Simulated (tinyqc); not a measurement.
# Sharing a fixed EOT between the layers

Without charge in the stack, a voltage of 1 V over an EOT of 2 nm gives F1 = (V/EOT)(3.9/e1) and F2 = F1 e1/e2; t2 = e2 (EOT/3.9 - t1/e1).

Inputs (values chosen for the exercise):
- e1 = 4.02 (relative permittivity of layer 1)
- e2 = 21.9 (relative permittivity of layer 2)

Results:

| t1 (nm) | t2 (nm) | physical thickness (nm) | drop over layer 1 (V) | drop over layer 2 (V) |
|---|---|---|---|---|
| 0 | 11.231 | 11.231 | 0 | 1.0000 |
| 0.25 | 9.8688 | 10.119 | 0.12127 | 0.87873 |
| 0.5 | 8.5069 | 9.0069 | 0.24254 | 0.75746 |
| 0.75 | 7.1449 | 7.8949 | 0.36381 | 0.63619 |
| 1 | 5.7830 | 6.7830 | 0.48507 | 0.51493 |
| 1.25 | 4.4211 | 5.6711 | 0.60634 | 0.39366 |
| 1.75 | 1.6972 | 3.4472 | 0.84888 | 0.15112 |

Estimate the missing row, t1 = 1.5 nm.

Computed row:

| t1 (nm) | t2 (nm) | physical thickness (nm) | drop over layer 1 (V) | drop over layer 2 (V) |
|---|---|---|---|---|
| 1.5 | 3.0591 | 4.5591 | 0.72761 | 0.27239 |

With this row back in the table: Each 0.1 nm of layer 1 costs 0.545 nm of layer 2, so the physical thickness falls from 11.2 to 3.45 nm. The fields do not change, 4.85 MV/cm in layer 1 and 0.890 MV/cm in layer 2, and layer 1 takes half of the voltage at t1 = 1.03 nm.

tinyqc, about 0.01 s, one thread, Intel Xeon 2.30GHz (shared host): `OMP_NUM_THREADS=1 python tinyqc.py 2010092 2010093 out.jsonl`
